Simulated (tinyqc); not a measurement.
Resistance of a circular point contact between the ballistic and the diffusive limit: one step of the calculation.

Two half-spaces of a free-electron metal (one valley, spin 2) meet through a circular opening of radius a in an insulating sheet.

Question. Resistances. kF = (3 pi^2 n)^(1/3), resistivity rho = hbar kF/(n q^2 l). Maxwell: RM = rho/(2 a); Sharvin: RS = 4 rho l/(3 pi a^2); interpolation R = RS + gamma RM, gamma = (1 + 0.83 K)/(1 + 1.33 K), K = l/a.

Values chosen for this exercise:
```
symbol  value  unit                meaning
l          22    nm         mean free path
a          10    nm  radius of the opening
```

rho = 123.48277 uohm cm

Wanted: RM; RS; gamma; R.

Answer.

RM = 61.74 ohm
RS = 115.3 ohm
gamma = 0.7198
R = 159.7 ohm

The Sharvin term makes up 72.2 % of R; it equals (h/2q^2) over the number of modes.

tinyqc, about 0.01 s, one thread, Intel Xeon 2.30GHz (shared host): `OMP_NUM_THREADS=1 python tinyqc.py 2760126 2760127 out.jsonl`
